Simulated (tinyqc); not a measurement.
Resistance of a source-drain extension with a graded tip: two steps of the calculation.

y runs along the channel, the gate covers y > 0. The doping is N0 for y < y0 and N0 10^(-(y - y0)/la) beyond, uniform over the depth xj. Sheet conductance s(y) = q mu(N) max(N - Nch, 0) xj + (for y > 0) ma Cox Vo, with mu(N) = u0 + (u1 - u0)/(1 + (N/Nr)^au) and Cox = eps0 eox/tox. Current is taken as one-dimensional; depletion of the tip, spreading and the contact are left out. The metallurgical junction lies at yj, where N = Nch.

Parameters, values chosen for the exercise; mobility law close to that of holes in silicon: relative permittivity of the gate insulator (close to silicon dioxide) eox = 3.9; insulator thickness tox = 3 nm; active doping of the extension far from the gate N0 = 1.7e20 cm^-3; lateral abruptness la = 6.6 nm/decade; position under the gate where the fall begins (gate edge at 0) y0 = 3.3 nm; depth of the extension xj = 30 nm; channel doping Nch = 2.5e18 cm^-3; gate overdrive Vo = 0.85 V; mobility of the gate-induced layer ma = 64 cm^2/(V s); mobility at low doping u1 = 470.5 cm^2/(V s); mobility at high doping u0 = 44.9 cm^2/(V s); reference doping Nr = 2.23e17 cm^-3; exponent au = 0.719; gate length Lg = 45 nm.

Constants: q = 1.602176634e-19 C, eps0 = 8.8541878128e-14 F/cm where lengths are in cm. Results are converted to the units shown.

Problem 1. Sheet resistances and junction position. yj = y0 + la log10(N0/Nch); sheet resistance of the full extension 1/[q mu(N0)(N0 - Nch) xj] and of the gate-induced layer 1/(ma Cox Vo); metallurgical length Lg - 2 yj; ye is where the doped and the gate-induced conductances are equal.

Wanted: yj; sheet resistance of the extension; sheet resistance of the induced layer; metallurgical length; ye; N at ye.

Solution 1.

yj = 15.39 nm
sheet resistance of the extension = 256.2 ohm/square
sheet resistance of the induced layer = 1.597e4 ohm/square
metallurgical length = 14.21 nm
ye = 14.12 nm
N at ye = 3.899e18 cm^-3

The gate takes over 1.27 nm before the junction, where N is still 1.56 times the channel doping.

Problem 2. Resistance of the overlapped part. Midpoint rule on 10 equal steps from 0 to yj: R_ov = sum h/s(y), per width.

Wanted: y; N; doped conductance; sheet resistance; R_ov.

Solution 2.

```
point,y (nm),N (cm^-3),doped conductance (uS),sheet resistance (ohm/square)
0,0.7697,1.700e20,3903,252.2
1,2.309,1.700e20,3903,252.2
2,3.849,1.404e20,3247,302.1
3,5.388,8.205e19,1946,497.8
4,6.928,4.795e19,1172,809.6
5,8.467,2.803e19,707.6,1298
6,10.01,1.638e19,423.2,2058
7,11.55,9.573e18,243.5,3267
8,13.09,5.595e18,123.6,5370
9,14.62,3.270e18,36.57,1.008e4
```

R_ov = 37.24 ohm um

Program tinyqc, `OMP_NUM_THREADS=1 python tinyqc.py 2282059 2282060 out.jsonl`; Intel Xeon 2.30GHz, shared host, one thread, about 0.06 s.
